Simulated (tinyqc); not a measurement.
# Band-to-band tunnelling and avalanche in a reverse-biased abrupt junction, step by step

A worked calculation. Computed by tinyqc, a small Python program that keeps every step. Command: `OMP_NUM_THREADS=1 python tinyqc.py 3001245 3001246 out.jsonl zener walk`. One thread of a shared host (Intel(R) Xeon(R) Processor @ 2.30GHz), about 0.01 s of CPU time with the checks. Intermediate numbers are printed to about 6 digits and carried at full precision; extremes and crossings named in words are read from the listed rows.

Direct Kane tunnelling in the local field (for indirect gaps the mass is an effective fit) and one ionisation coefficient for both carriers. N is the doping of the light side, or N_A N_D/(N_A + N_D) for the symmetric junction; the built-in voltage is taken as E_g/e.

Inputs (values chosen for the exercise, modelled on germanium):

| quantity | value | unit |
|---|---|---|
| band gap at 300 K, E_g | 0.673 | eV |
| gap narrowing with temperature, -dE_g/dT | 0.38 | meV/K |
| reduced tunnelling mass m_r | 0.037 | m_0 |
| permittivity eps | 16 | - |
| ionisation prefactor a | 1.3e+07 | 1/cm |
| ionisation field at 300 K, b | 1.36e+06 | V/cm |
| relative rise of b with temperature | 4.4 | 1e-4/K |
| effective doping N | 6.8e+17 | 1/cm^3 |
| reverse bias V_R | 1.6 | V |
| current density that defines tunnel breakdown, J_0 | 0.1 | A/cm^2 |
| temperature T | 400 | K |

Junction: symmetric.

Constants: eps_0 = 8.8541878128e-12 F/m; e = 1.602176634e-19 C; m_0 = 9.1093837015e-31 kg; hbar = 1.054571817e-34 J s.

## Junction at the given bias

E_g(T) = E_g - (T - 300 K)(-dE_g/dT); b(T) = b [1 + (rise)(T - 300 K)]; w = sqrt(2 eps eps_0 (V_R + E_g/e)/(e N)); F_m = 2 (V_R + E_g/e)/w; the field falls linearly from F_m to 0 on both sides.

E_g(T) = 0.635 eV

depletion width w = 76.2392 nm

peak field F_m = 0.586312 MV/cm

shortest tunnelling distance E_g/(e F_m) = 10.8304 nm

## Kane coefficients and peak generation rate

Kane: G(F) = A F^2 exp(-B/F), A = e^2 sqrt(m_r)/(18 pi hbar^2 sqrt(E_g)), B = pi sqrt(m_r) E_g^(3/2)/(2 e hbar), SI units; J = e int G dx x V_R/(V_R + E_g/e), the last factor making J vanish at zero bias; int G dx = (w/F_m) int_0^F_m G dF by 64 Gauss-Legendre points.

A = 2.34936e+20 1/(cm s V^2)

B = 5.53866 MV/cm

B/F_m = 9.44661

G(F_m) = 6.37674e+27 1/(cm^3 s)

## Tunnel current and multiplication

Avalanche: I = (w/F_m) int_0^F_m a exp(-b/F) dF by 64 Gauss-Legendre points, M = 1/(1 - I), breakdown at I = 1.

tunnel current density = 423.167 A/cm^2

ionisation integral I = 2.16602

The estimate e G(F_m) w (F_m/B) V_R/(V_R + E_g/e), which keeps only the region near the peak, gives 590 A/cm^2. Caution: the bias lies beyond avalanche breakdown (I > 1), so the junction cannot hold it.

## Which breakdown comes first?

V_Z solves J = J_0 and V_A solves I = 1; the lower one is the breakdown voltage; temperature coefficients by a central difference of +/- 10 K.

tunnel breakdown V_Z = 0.242004 V

avalanche breakdown V_A = 0.926268 V

breakdown voltage = 0.242004 V

dV_Z/dT = -0.792259 mV/K

dV_A/dT = 1.40803 mV/K

Tunnelling comes first, at 0.4 E_g/e. V_Z falls on heating because the gap shrinks, and V_A rises because carriers lose more energy to phonons. Caution: V_A is below about 5 E_g/e, where the local law understates it, since it ignores the distance a carrier needs to reach the ionisation energy.

## Against the doping

The formulas are those given above.

Breakdown:

| N (1/cm^3) | V_Z (V) | V_A (V) | F_m at breakdown (MV/cm) | first |
|---|---|---|---|---|
| 1.40e+16 | 2.54103e+01 | 19.4340 | 0.252094 | avalanche |
| 3.40e+16 | 1.09922e+01 | 9.9892 | 0.285840 | avalanche |
| 8.20e+16 | 4.62317e+00 | 5.1675 | 0.312291 | tunnelling |
| 2.00e+17 | 1.75128e+00 | 2.6116 | 0.328558 | tunnelling |
| 4.10e+17 | 6.60459e-01 | 1.4566 | 0.346609 | tunnelling |
| 6.80e+17 | 2.42004e-01 | 0.9263 | 0.367275 | tunnelling |
| 1.40e+18 | 9.90867e-03 | 0.4239 | 0.451907 | tunnelling |

The mechanism changes between 3.40e16 and 8.20e16 per cm^3. Across the table V_Z + E_g/e scales as N^-0.80 and V_A as N^-0.83: tunnelling needs a nearly fixed field, while avalanche in a thinner layer needs a higher one. Rows with V_Z below E_g/e understate it, since the local Kane formula overestimates the current there. Rows with V_A below about 5 E_g/e understate it, since the local law ignores the distance a carrier needs to reach the ionisation energy; silicon and germanium junctions change over near 4 to 6 E_g/e.

Checks made by the program: field integral against adaptive quadrature in x (relative difference below 1e-10).
